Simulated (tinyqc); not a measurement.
# Resistance of a source-drain extension with a graded tip: what changes with what

y runs along the channel, the gate covers y > 0. The doping is N0 for y < y0 and N0 10^(-(y - y0)/la) beyond, uniform over the depth xj. Sheet conductance s(y) = q mu(N) max(N - Nch, 0) xj + (for y > 0) ma Cox Vo, with mu(N) = u0 + (u1 - u0)/(1 + (N/Nr)^au) and Cox = eps0 eox/tox. Current is taken as one-dimensional; depletion of the tip, spreading and the contact are left out. The metallurgical junction lies at yj, where N = Nch.

Inputs (values chosen for the exercise); mobility law close to that of electrons in silicon: relative permittivity of the gate insulator (close to aluminium oxide) eox = 9.17; insulator thickness tox = 9.2 nm; active doping of the extension far from the gate N0 = 1.4e20 cm^-3; lateral abruptness la = 1.8 nm/decade; position under the gate where the fall begins (gate edge at 0) y0 = 1.3 nm; depth of the extension xj = 12 nm; channel doping Nch = 3.4e17 cm^-3; spacer length Ls = 16 nm; gate overdrive Vo = 0.7 V; mobility of the gate-induced layer ma = 210 cm^2/(V s); mobility at low doping u1 = 1414 cm^2/(V s); mobility at high doping u0 = 68.5 cm^2/(V s); reference doping Nr = 9.2e16 cm^-3; exponent au = 0.711; gate length Lg = 50 nm.

Constants: q = 1.602176634e-19 C, eps0 = 8.8541878128e-14 F/cm where lengths are in cm. Results are converted to the units shown.

Each table varies one quantity; the others keep the values above.

## Abruptness at a fixed junction position

R_spacer = integral of dy/s from -Ls to 0, R_ov from 0 to yj, R_channel = (Lg - 2 yj)/(ma Cox Vo), R_total = 2 R_spacer + 2 R_ov + R_channel. Electrical length L_eff = ma Cox dR_total/d(1/Vo); R_series = R_total - L_eff/(ma Cox Vo). y0 is moved with la so that yj stays at 6.0064 nm.

The same in every row: yj (nm) = 6.006; R_channel (ohm um) = 292.8.

Results:
```
la (nm/decade),R_spacer (ohm um),R_ov (ohm um),R_total (ohm um),L_eff (nm),R_series (ohm um)
1,7.860,10.95,330.4,39.57,25.43
1.9,7.860,18.31,345.2,40.95,29.48
2.8,8.318,25.29,360.0,42.32,33.82
4.5,18.17,32.83,394.8,44.33,53.08
5.4,28.25,34.95,419.2,45.05,71.97
6.3,40.98,36.46,447.7,45.60,96.21
7.2,55.92,37.59,479.8,46.03,125.0
```

Estimate the missing row, la = 3.7 nm/decade.

Computed row:
```
la (nm/decade),R_spacer (ohm um),R_ov (ohm um),R_total (ohm um),L_eff (nm),R_series (ohm um)
3.7,11.90,30.07,376.8,43.51,41.40
```

With this row back in the table: As la goes from 1 to 7.2 nm/decade, R_total rises from 330 to 480 ohm um, R_spacer rises from 7.86 to 55.9 ohm um and R_ov rises from 11.0 to 37.6 ohm um. R_total changes on average by 24.1 ohm um for each nm/decade. L_eff exceeds the metallurgical length by 1.58 nm in the first row and 8.05 nm in the last, since the gate also controls the lightly doped tips.

## Effect of the active doping of the extension far from the gate

Same model as above.

Results:
```
N0 (cm^-3),yj (nm),R_spacer (ohm um),R_ov (ohm um),R_channel (ohm um),R_total (ohm um),L_eff (nm),R_series (ohm um)
2e19,4.485,43.55,17.83,316.3,439.0,43.94,100.4
3.1e19,4.828,30.28,17.79,311.0,407.1,43.21,74.06
4.7e19,5.153,21.16,17.71,306.0,383.7,42.53,55.86
1.1e20,5.818,9.834,17.53,295.7,350.5,41.18,33.04
1.7e20,6.158,6.551,17.46,290.5,338.5,40.49,26.37
2.6e20,6.490,4.377,17.41,285.4,328.9,39.83,21.93
4e20,6.827,2.893,17.37,280.2,320.7,39.15,18.89
```

Estimate the missing row, N0 = 7.2e19 cm^-3.

Computed row:
```
N0 (cm^-3),yj (nm),R_spacer (ohm um),R_ov (ohm um),R_channel (ohm um),R_total (ohm um),L_eff (nm),R_series (ohm um)
7.2e19,5.487,14.48,17.62,300.8,365.0,41.85,42.44
```

With this row back in the table: As N0 goes from 2e19 to 4e20, R_total falls from 439 to 321 ohm um, L_eff falls from 43.9 to 39.2 nm and R_series falls from 100 to 18.9 ohm um.

Numbers from tinyqc (`OMP_NUM_THREADS=1 python tinyqc.py 2282178 2282179 out.jsonl`; about 0.03 s on one thread of a shared Intel Xeon 2.30GHz).
